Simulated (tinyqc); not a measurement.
Doping and flat-band voltage from the body effect.

Inverse problem. VT = Vfb + 2 phiF + gamma sqrt(2 phiF + Vsb), phiF = Vt ln(Na/ni), gamma = sqrt(2 q eps0 eps_r Na)/Cox, Cox = eps0 eox/tox. Find Na, gamma and Vfb from two thresholds.

Inputs (values chosen for the exercise); material values close to those of gallium nitride: temperature T = 300 K; relative permittivity of the semiconductor eps_r = 9.43; relative permittivity of the gate insulator eox = 3.94; insulator thickness tox = 7.2 nm.

Constants: q = 1.602176634e-19 C, kB = 1.380649e-23 J/K, Vt = kB T/q, eps0 = 8.8541878128e-14 F/cm where lengths are in cm. Results are converted to the units shown.

VT at Vsb = 0 and 0.7 V (V): [3.8220070, 4.0269737]
ni = 1.6094314e-10 cm^-3

Solution. The difference of the thresholds, gamma [sqrt(2 phiF + Vsb) - sqrt(2 phiF)], holds no Vfb and rises with Na, so it has one root; Vfb then follows from the first threshold.

Na = 1.10e18 cm^-3
gamma = 1.12 V^0.5
Vfb = -1.53 V

Program tinyqc, `OMP_NUM_THREADS=1 python tinyqc.py 2360079 2360080 out.jsonl`; Intel Xeon 2.30GHz, shared host, one thread, about 0.03 s.
